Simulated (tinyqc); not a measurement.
Sp3 tight binding, zinc-blende lattice, step by step. Computed by tinyqc, a small Python program that keeps every step. Command: `OMP_NUM_THREADS=1 python tinyqc.py 24764 24765 out.jsonl` (the two numbers bound the seeds that draw the settings). One thread of a shared host (Intel(R) Xeon(R) Processor @ 2.60GHz), about 0.01 s of CPU time with the checks.

## Bloch Hamiltonian at k

Parameters chosen for this model: zinc-blende lattice, anion at 0, cation at a/4 (1,1,1); V = eta hbar^2 / (m d^2), hbar^2/m = 7.619964 eV angstrom^2:
```
parameter          value      unit
a               5.610000  angstrom
d               2.429201  angstrom
Es anion      -13.980000        eV
Ep anion       -7.510000        eV
Es cation     -10.810000        eV
Ep cation      -5.850000        eV
eta ss         -1.250000
eta sp          1.730000
eta pp sigma    2.300000
eta pp pi      -0.720000
V ss           -1.614120        eV
V sp            2.233943        eV
V pp sigma      2.969982        eV
V pp pi        -0.929733        eV
```

k point k (2 pi / a): 0.41000  0.49000  0.49000

Slater-Koster rules over the four bonds with direction cosines (l, m, n): ss V_ss; s-px l V_sp; px-s -l V_sp; px-px l^2 V_pps + (1 - l^2) V_ppp; px-py l m (V_pps - V_ppp); each times exp(i k.d).

H(k) at k (eV):
```
                    a s               a px               a py               a pz
a s           -13.98000            0.00000            0.00000            0.00000
a px            0.00000           -7.51000            0.00000            0.00000
a py            0.00000            0.00000           -7.51000            0.00000
a pz            0.00000            0.00000            0.00000           -7.51000
c s   -2.66266-1.87742i   1.99802+1.59745i   1.54804+2.06180i   1.54804+2.06180i
c px  -1.99802-1.59745i   0.61064+0.43055i  -1.56021-2.07800i  -1.56021-2.07800i
c py  -1.54804-2.06180i  -1.56021-2.07800i   0.61064+0.43055i  -2.01372-1.61001i
c pz  -1.54804-2.06180i  -1.56021-2.07800i  -2.01372-1.61001i   0.61064+0.43055i

                    c s               c px               c py               c pz
a s   -2.66266+1.87742i  -1.99802+1.59745i  -1.54804+2.06180i  -1.54804+2.06180i
a px   1.99802-1.59745i   0.61064-0.43055i  -1.56021+2.07800i  -1.56021+2.07800i
a py   1.54804-2.06180i  -1.56021+2.07800i   0.61064-0.43055i  -2.01372+1.61001i
a pz   1.54804-2.06180i  -1.56021+2.07800i  -2.01372+1.61001i   0.61064-0.43055i
c s           -10.81000            0.00000            0.00000            0.00000
c px            0.00000           -5.85000            0.00000            0.00000
c py            0.00000            0.00000           -5.85000            0.00000
c pz            0.00000            0.00000            0.00000           -5.85000
```

## Levels at k

Diagonalise the Hermitian matrix.

eigenvalues (eV): -17.39283  -14.47039  -10.19984  -10.10638  -5.38281  -3.25362  -3.21697  -0.84716

weights |c|^2 of the basis functions:
```
       band 1   band 2   band 3   band 4   band 5   band 6   band 7   band 8
a s   0.68351  0.05995  0.00276  0.00000  0.21535  0.00000  0.00190  0.03654
a px  0.00233  0.13931  0.40704  0.00000  0.07370  0.00000  0.24696  0.13066
a py  0.00407  0.13751  0.10360  0.31056  0.05887  0.18944  0.06528  0.13066
a pz  0.00407  0.13751  0.10360  0.31056  0.05887  0.18944  0.06528  0.13066
c s   0.22097  0.32634  0.00488  0.00000  0.39949  0.00000  0.00144  0.04689
c px  0.02664  0.06958  0.24695  0.00000  0.07484  0.00000  0.40721  0.17478
c py  0.02920  0.06490  0.06558  0.18944  0.05944  0.31056  0.10597  0.17491
c pz  0.02920  0.06490  0.06558  0.18944  0.05944  0.31056  0.10597  0.17491
```

## Bloch Hamiltonian at L

k point L (2 pi / a): 0.50000  0.50000  0.50000

As before.

H(k) at L (eV):
```
                    a s               a px               a py               a pz
a s           -13.98000            0.00000            0.00000            0.00000
a px            0.00000           -7.51000            0.00000            0.00000
a py            0.00000            0.00000           -7.51000            0.00000
a pz            0.00000            0.00000            0.00000           -7.51000
c s   -2.28271-2.28271i   1.82401+1.82401i   1.82401+1.82401i   1.82401+1.82401i
c px  -1.82401-1.82401i   0.52350+0.52350i  -1.83834-1.83834i  -1.83834-1.83834i
c py  -1.82401-1.82401i  -1.83834-1.83834i   0.52350+0.52350i  -1.83834-1.83834i
c pz  -1.82401-1.82401i  -1.83834-1.83834i  -1.83834-1.83834i   0.52350+0.52350i

                    c s               c px               c py               c pz
a s   -2.28271+2.28271i  -1.82401+1.82401i  -1.82401+1.82401i  -1.82401+1.82401i
a px   1.82401-1.82401i   0.52350-0.52350i  -1.83834+1.83834i  -1.83834+1.83834i
a py   1.82401-1.82401i  -1.83834+1.83834i   0.52350-0.52350i  -1.83834+1.83834i
a pz   1.82401-1.82401i  -1.83834+1.83834i  -1.83834+1.83834i   0.52350-0.52350i
c s           -10.81000            0.00000            0.00000            0.00000
c px            0.00000           -5.85000            0.00000            0.00000
c py            0.00000            0.00000           -5.85000            0.00000
c pz            0.00000            0.00000            0.00000           -5.85000
```

## Levels at L

As before.

eigenvalues (eV): -17.35246  -14.56634  -10.12173  -10.12173  -5.42650  -3.23827  -3.23827  -0.80470

## Bands along a path

The same steps at evenly spaced points between the labelled ones.

Bands along the path (eV):
```
k            band 1     band 2     band 3     band 4    band 5    band 6    band 7    band 8
L         -17.35246  -14.56634  -10.12173  -10.12173  -5.42650  -3.23827  -3.23827  -0.80470
L-G 0.33  -18.04664  -13.13471   -9.77911   -9.77911  -5.44919  -3.58089  -3.58089  -1.51945
L-G 0.67  -18.78910  -10.42754   -8.94327   -8.94327  -5.51218  -4.41673  -4.41673  -3.42118
G         -19.04319   -8.37745   -8.37745   -8.37745  -5.74681  -4.98255  -4.98255  -4.98255
G-X 0.33  -18.70110  -10.07899   -9.69533   -9.69533  -4.94787  -4.42205  -3.66467  -3.66467
G-X 0.67  -17.65700  -12.76121  -11.31832  -11.31832  -4.18063  -3.55116  -2.04168  -2.04168
X         -16.48312  -14.57650  -11.94545  -11.94545  -3.74350  -3.34688  -1.41455  -1.41455
X-W 0.33  -16.48312  -14.57650  -11.94545  -11.94545  -3.74350  -3.34688  -1.41455  -1.41455
X-W 0.67  -16.48312  -14.57650  -11.94545  -11.94545  -3.74350  -3.34688  -1.41455  -1.41455
W         -16.48312  -14.57650  -11.94545  -11.94545  -3.74350  -3.34688  -1.41455  -1.41455
```

With 4 band(s) filled, the highest filled level on these points lies at G and the lowest empty one at G: a gap of 2.6306 eV, direct.
